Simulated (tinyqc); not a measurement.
Equation-of-state fits to an energy-volume table made by a known binding curve. Changing the points N. Computed by tinyqc, a small Python program. Command: `OMP_NUM_THREADS=1 python tinyqc.py 3002999 3003000 out.jsonl eosfit sweep`. One thread of a shared host (Intel(R) Xeon(R) Processor @ 2.30GHz), about 0.03 s of CPU time with the checks.

With x = (V/V_0)^(1/3), the energy per atom is E = D [m x^-n - n x^-m]/(n - m), so that B0 = D n m/(9 V_0) and B' = (n + m + 6)/3. B' = dB/dP at P = 0.

Inputs (values chosen for the exercise, for a model crystal):
```
quantity                                 value             unit
cohesive energy D                          3.9          eV/atom
true volume V_0                           18.1  angstrom^3/atom
repulsive exponent n                         5                -
attractive exponent m                        4                -
half-width of the volume window w         0.06                -
shift of the window centre s             0.011                -
compression V/V_0 for the pressure test   0.75                -
```

Binding curve: Mie. Noise: none.

Constants: 1 eV/angstrom^3 = 160.2176634 GPa.

Method:
- B0 and B' from the formulas above; P = -dE/dV at V = c V_0 (c the compression chosen), from the curve itself.
- Table: V_j = V_0 [1 + s + w (2 j/(N - 1) - 1)], j = 0..N-1, rounded to 0.001; E_j from the curve, rounded to 1e-7 eV.
- Third-order Birch-Murnaghan is a cubic in u = V^(-2/3): fit it by linear least squares, find the minimum, and take B0 = V E''(V), B' = -1 - V E'''/E'' there.
- Errors are fitted minus exact, relative; the pressure at c V_0 uses P = (3 B0/2) (x^7 - x^5) [1 + (3/4)(B' - 4)(x^2 - 1)], x = (V0/V)^(1/3) with the fitted values.

One run for each value:
```
points N  error of B0 (%)  error of B' (%)  root-mean-square residual (meV)
5              -0.0094607         0.056354                       1.1306e-04
6              -0.0088405         0.061297                       1.4040e-04
7              -0.0086939         0.061764                       1.3428e-04
9              -0.0086716         0.054452                       1.4248e-04
11             -0.0083419         0.057146                       1.3307e-04
15             -0.0078721         0.057133                       1.3719e-04
21             -0.0077972         0.056146                       1.2722e-04
```

Over the rows, error of B0 (%) rises from -0.00946 to -0.00780 (exponent d ln y / d ln x -0.37 between the first rows and -0.028 between the last); error of B' (%) lies between 0.0545 and 0.0618 without a single trend; root-mean-square residual (meV) lies between 1.13e-4 and 1.42e-4 without a single trend. Without noise more points only change the weight given to the ends of the window; the error of the form remains.

Extremes, crossings and ranges named in words are read from the listed rows.
